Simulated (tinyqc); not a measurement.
One gate, two gates and a surrounding gate.

Below threshold the potential that source and drain add obeys Laplace's equation, vanishes on the gates and decays along the channel as exp(-k y). The same ts (depleted depth over a conducting body, body thickness or wire diameter), ti and permittivities in three geometries; k is the smallest positive root of: one gate, f(k) = eps_r sin(k ti) cos(k ts) + ei cos(k ti) sin(k ts); two gates, f(k) = ei cos(k ti) cos(k ts/2) - eps_r sin(k ti) sin(k ts/2); wire, f(k) = ei J0(u)[J1(u) Y0(v) - Y1(u) J0(v)] - eps_r J1(u)[J0(u) Y0(v) - Y0(u) J0(v)], u = k ts/2, v = u + k ti. Parabolic estimates of l: sqrt((eps_r/ei) ts ti); sqrt((eps_r/(2 ei)) ts ti (1 + ei ts/(4 eps_r ti))); sqrt([2 eps_r ts^2 ln(1 + 2 ti/ts) + ei ts^2]/(16 ei)), in the same order.

Parameters, values chosen for the exercise; permittivities: semiconductor close to that of germanium, insulator close to that of silicon dioxide:
- eps_r = 16.3 (relative permittivity of the semiconductor)
- ei = 3.86 (relative permittivity of the insulator)
- ti = 1.7 nm (insulator thickness)
- ts = 12 nm (depletion depth)

Scale lengths (nm):

|  | Lambda = pi/k | l = 1/k | l(parabolic) |
|---|---|---|---|
| one gate over a conducting body | 17.107 | 5.4452 | 9.2814 |
| two gates | 23.587 | 7.5079 | 7.8149 |
| wire | 15.536 | 4.9451 | 5.2879 |

What do the numbers show?

The wire has the shortest scale length, 0.659 times that of the double gate; the single gate over a conducting body has 0.725 times it, its layer ending directly on a conductor where the double gate has a second insulator. The parabolic estimates are 70 % above, 4.1 % above and 6.9 % above the exact l, in the order of the rows.

Program tinyqc, `OMP_NUM_THREADS=1 python tinyqc.py 2420009 2420010 out.jsonl`; Intel Xeon 2.30GHz, shared host, one thread, about 0.01 s.
